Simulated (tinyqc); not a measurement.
Tight binding, honeycomb lattice, step by step. Computed by tinyqc, a small Python program that keeps every step. Settings: t1 = 2.33, t2 = 0.38, phi = 1.57, delta = 1.99, points = 5. Command: `OMP_NUM_THREADS=1 python tinyqc.py 27963 27964 out.jsonl` (the two numbers bound the seeds that draw the settings). One thread of a shared host (Intel(R) Xeon(R) Processor @ 2.60GHz), about 0.01 s of CPU time with the checks.

## Bloch Hamiltonian at k

Parameters chosen for this model:

| parameter | value | unit |
|---|---|---|
| t1 | 2.330000 | eV, nearest |
| t2 | 0.380000 | eV, second neighbours |
| phi | 1.570000 | rad, phase of t2 (Haldane) |
| delta | 1.990000 | eV, +/- on A and B |

k point k (fractions of the reciprocal vectors): 0.2400  0.4800

H_AB = -t1 (1 + exp(-i k.a1) + exp(-i k.a2)); H_AA = delta - 2 t2 sum cos(k.b + phi), H_BB = -delta - 2 t2 sum cos(k.b - phi), b = a1, a2 - a1, -a2.

H(k) at k (eV):
```
                 A                B
A           3.4123  -0.1647+2.6174i
B  -0.1647-2.6174i          -3.4112
```

## Levels at k

Diagonalise the Hermitian matrix.

eigenvalues (eV): -4.3027  4.3038

weights |c|^2 of the basis functions:
```
   band 1  band 2
A  0.1036  0.8964
B  0.8964  0.1036
```

## Bloch Hamiltonian at K

k point K (fractions of the reciprocal vectors): 0.3333  0.6667

As before.

H(k) at K (eV):
```
        A        B
A  3.9654   0.0000
B  0.0000  -3.9636
```

## Levels at K

As before.

eigenvalues (eV): -3.9636  3.9654

weights |c|^2 of the basis functions:
```
   band 1  band 2
A  0.0000  1.0000
B  1.0000  0.0000
```

## Bands along a path

The same steps at evenly spaced points between the labelled ones.

Bands along the path (eV):

| k | band 1 | band 2 |
|---|---|---|
| G | -7.2696 | 7.2659 |
| G-K 0.33 | -6.3042 | 6.3021 |
| G-K 0.67 | -4.5016 | 4.5024 |
| K | -3.9636 | 3.9654 |
| K-M 0.33 | -3.9161 | 3.9177 |
| K-M 0.67 | -3.6309 | 3.6323 |
| M | -3.0635 | 3.0648 |
| M-K' 0.33 | -2.2713 | 2.2726 |
| M-K' 0.67 | -1.2668 | 1.2685 |
| K' | -0.0146 | 0.0164 |

With 1 band(s) filled, the highest filled level on these points lies at K' and the lowest empty one at K': a gap of 0.0309 eV, direct.
